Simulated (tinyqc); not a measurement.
Substrate current against gate voltage: lateral field, substrate current, probability of reaching the oxide barrier and hot-carrier lifetime of a silicon transistor (pseudo-two-dimensional and lucky-electron models). Computed by tinyqc, a small Python program. Command: `OMP_NUM_THREADS=1 python tinyqc.py 3001760 3001761 out.jsonl hotcar walk`. One thread of a shared host (Intel(R) Xeon(R) Processor @ 2.30GHz), about 0.01 s of CPU time with the checks.

Local-field models: a lucky carrier gains its energy at the peak field over a path free of collisions. Voltages are magnitudes.

Inputs (values chosen for the exercise, modelled on a silicon p-channel):
```
quantity,value,unit
channel length L,1800,nm
oxide thickness t,35,nm
junction depth x_j,450,nm
mobility mu,140,cm^2/(V s)
saturation velocity v_s,0.73,1e7 cm/s
threshold voltage V_T,0.57,V
drain voltage V_D,19,V
ionisation prefactor A_i,7.3e+06,1/cm
ionisation field B_i,3.68,MV/cm
hot-carrier mean free path lambda,5.4,nm
oxide barrier phi_b,4.6,eV
interface-trap threshold phi_it,4.5,eV
lifetime constant H,8,s microampere/micrometre
length of the depleted extension L_n,140,nm
```

Drain: lightly doped extension.

Constants: eps_0 = 8.8541878128e-12 F/m.

Method:
- C_ox = 3.9 eps_0/t; F_sat = 2 v_s/mu; V_Dsat = V_ov F_sat L/(V_ov + F_sat L), V_ov = V_G - V_T; I_D/W = C_ox v_s (V_ov - V_Dsat).
- Scale length l = 0.22 t^(1/3) x_j^(1/2) (all in cm); F_m = sqrt(((V_D - V_Dsat)/l_e)^2 + F_sat^2), with l_e = l + L_n; length of the velocity-saturated region l_e ln((V_D - V_Dsat)/(l_e F_sat) + F_m/F_sat).
- Substrate current I_sub/I_D = (A_i/B_i)(V_D - V_Dsat) exp(-B_i/F_m); probability of reaching the oxide barrier exp(-phi_b/(e lambda F_m)); lifetime tau = (H/(I_D/W)) exp(phi_it/(e lambda F_m)).

At the given drain voltage:
```
V_G (V),V_Dsat (V),I_D/W (microampere/micrometre),F_m (kV/cm),I_sub/W (microampere/micrometre),tau (s)
1.6,0.9764,3.86,505.92,0.09567,2.9523e+07
2.6,1.8319,14.27,482.95,0.23842,1.7476e+07
4.2,3.0418,42.36,450.56,0.38048,2.0349e+07
6.3,4.3900,96.51,414.63,0.39097,4.4376e+07
8.7,5.6730,176.96,380.62,0.29590,1.4578e+08
12.0,7.1042,311.55,342.98,0.16095,9.1509e+08
15.0,8.1584,451.69,315.52,0.08358,5.2310e+09
18.0,9.0379,604.42,292.83,0.04163,3.0262e+10
21.0,9.7828,766.84,273.81,0.02041,1.7224e+11
```

I_sub peaks at V_G = 6.3 V, 0.33 V_D: a higher gate voltage brings more carriers but raises V_Dsat and so lowers F_m. The shortest lifetime among the rows lies at V_G = 2.6 V, below that of the largest I_sub, since tau depends more steeply on the field.

Extremes, crossings and ranges named in words are read from the listed rows.
